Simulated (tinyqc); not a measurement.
Formation energy of a charged point defect from supercell energies: one step, computed by the program tinyqc.

The host is a compound AB. Making the defect adds n_A = -1, n_B = 0 atoms to the cell. All total energies are inputs. E_F is counted from the valence-band maximum (VBM); x = 0 is A-rich and x = 1 B-rich growth.

Problem. Concentrations at the given E_F and T. E_f(q, E_F) = E_f(q, 0) + q E_F. c_q = N_s exp(-E_f(q, E_F)/k_B T), with all degeneracy factors one and no vibrational entropy.

Inputs (values chosen for the exercise, for a model compound AB):
```
quantity                   value      unit
gap E_g                     1.46        eV
dielectric constant eps     13.3         -
cell length L               13.2  angstrom
Fermi level E_F             0.95        eV
temperature T               1000         K
site density N_s         2.8e+22     cm^-3
```

Defect: vacancy of A. Supercell lattice: sc.

charge states q: 3  2  1  0

E_f(q, 0) (eV): (q=+3) 0.944084, (q=+2) 1.421287, (q=+1) 2.025209, (q=0) 3.360850

Constants: k_B = 8.617333262e-05 eV/K.

Give: Charge states; lowest formation energy; total concentration; mean charge.

Solution.

Charge states:
```
q   E_f (eV)  c_q (cm^-3)      share
+3     3.794    2.117e+03  7.252e-05
+2     3.321    5.112e+05  1.751e-02
+1     2.975    2.836e+07  9.714e-01
0      3.361    3.230e+05  1.106e-02
```

lowest formation energy = 2.975 eV

total concentration = 2.920e+07 cm^-3

mean charge = 1.007 e

State +1 holds 97.1 % of the defects. Caution: the largest image-charge correction in these energies, q^2 alpha e^2/(8 pi eps_0 eps L) with alpha = 2.837297, exceeds a quarter of the gap; the point-charge term alone is then a rough estimate, usually too large for a charge that is spread out.
